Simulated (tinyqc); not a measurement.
Concentration-dependent dopant diffusion with charged defects and the built-in field: one step, computed by the program tinyqc. Command: `OMP_NUM_THREADS=1 python tinyqc.py 3016468 3016469 out.jsonl extrinsic walk`. One thread of a shared host (Intel(R) Xeon(R) Processor @ 2.30GHz), about 0.08 s of CPU time with the checks.

A constant source C_s feeds a half space. The dopant moves through neutral point defects and through charged ones, whose number grows with the majority carrier density n.

Question. Diffusivity at the surface. n = C/2 + sqrt(C^2/4 + n_i^2); D(C) = h [Dx + D1 (n/n_i)], h = 1.

Inputs (values chosen for the exercise, modelled on boron in silicon): surface concentration C_s = 6.5e+18 1/cm^3; temperature T = 1050 C.

Field enhancement: off.

n_i = 9.288284e+18 1/cm^3

partial diffusivities (cm^2/s): Dx 2.243417e-15, D1 4.990554e-14

intrinsic diffusivity D_i = 5.214895e-14 cm^2/s

Give: n/n_i; field factor h; surface diffusivity D_s; enhancement D_s/D_i.

Answer.

n/n_i = 1.409

field factor h = 1

surface diffusivity D_s = 7.258e-14 cm^2/s

enhancement D_s/D_i = 1.392

C_s is 0.700 times n_i: D_s stays within a factor 1.5 of D_i.
